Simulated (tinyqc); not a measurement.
Luttinger-Kohn k.p, four valence bands, step by step. One step of it, computed by the program tinyqc.

Problem. Hole masses. E = c [g1 k^2 -/+ 2 sqrt(g2^2 k^4 + 3 (g3^2 - g2^2)(kx^2 ky^2 + ky^2 kz^2 + kz^2 kx^2))] with c = hbar^2/2m, and m* = hbar^2 k^2 / (2 E).

Luttinger parameters chosen for this model; energies are counted downward from the top of the valence band:
```
parameter      value  unit
g1         12.220000
g2          1.600000
g3          3.120000
```

Give: Masses.

Solution.

Masses (electron masses):
```
direction  heavy  light
[100]      0.111  0.065
[110]      0.152  0.056
[111]      0.167  0.054
```
